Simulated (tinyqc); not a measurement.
Composition and strain of an epitaxial Si(1-x)Ge(x) layer from Raman and X-ray peaks: one step, computed by the program tinyqc. Command: `OMP_NUM_THREADS=1 python tinyqc.py 3021460 3021461 out.jsonl epiraman walk`. One thread of a shared host (Intel(R) Xeon(R) Processor @ 2.30GHz), about 0.01 s of CPU time with the checks.

A (001) layer, biaxially strained in the plane. The Raman peaks follow empirical lines omega = w0 + c1 x + c3 x^3 + b eps (c3 for Si-Ge alone), with eps the in-plane strain.

Question. Raman peaks. Insert x and eps in the three lines; the strain part is b eps.

Inputs (values chosen for the exercise, modelled on silicon-germanium):
```
quantity                     value  unit
Ge fraction x                 0.54     -
Si-Si: w0                    520.3  1/cm
Si-Si: c1                      -65  1/cm
Si-Si: strain coefficient b   -742  1/cm
Si-Ge: w0                    399.8  1/cm
Si-Ge: c1                     25.5  1/cm
Si-Ge: c3                    -35.4  1/cm
Si-Ge: strain coefficient b   -551  1/cm
Ge-Ge: w0                    280.3  1/cm
Ge-Ge: c1                     18.5  1/cm
Ge-Ge: strain coefficient b   -453  1/cm
```

Substrate: silicon.

in-plane strain eps = -14.44423 per mille

Give: Si-Si peak; Si-Ge peak; Ge-Ge peak; strain parts.

Answer.

Si-Si peak = 495.92 1/cm

Si-Ge peak = 415.95 1/cm

Ge-Ge peak = 296.83 1/cm

strain parts (1/cm): Si-Si 10.718, Si-Ge 7.959, Ge-Ge 6.543

Read as unstrained, the Si-Si peak would give x = 0.375 in place of 0.54.
